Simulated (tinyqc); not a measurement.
UKS/BLYP in the sto-3g basis, for H4, spin multiplicity 3, step by step. This run ends on a higher stationary point, not on the lowest solution. One step of it, computed by the program tinyqc.

Question. Orthogonalisation. S = U s U^T; symmetric (Loewdin) form X = U s^(-1/2) U^T, so that X^T S X = 1.

overlap S:
```
          1H 1s     2H 1s     3H 1s     4H 1s
1H 1s  1.000000  0.351561  0.063054  0.034414
2H 1s  0.351561  1.000000  0.034414  0.063054
3H 1s  0.063054  0.034414  1.000000  0.351561
4H 1s  0.034414  0.063054  0.351561  1.000000
```

Give: eigenvalues of S; X.

Answer.

eigenvalues of S: 0.6198  0.6771  1.2541  1.4490

X:
```
         1H 1s    2H 1s    3H 1s    4H 1s
1H 1s   1.0523  -0.1904  -0.0293  -0.0018
2H 1s  -0.1904   1.0523  -0.0018  -0.0293
3H 1s  -0.0293  -0.0018   1.0523  -0.1904
4H 1s  -0.0018  -0.0293  -0.1904   1.0523
```
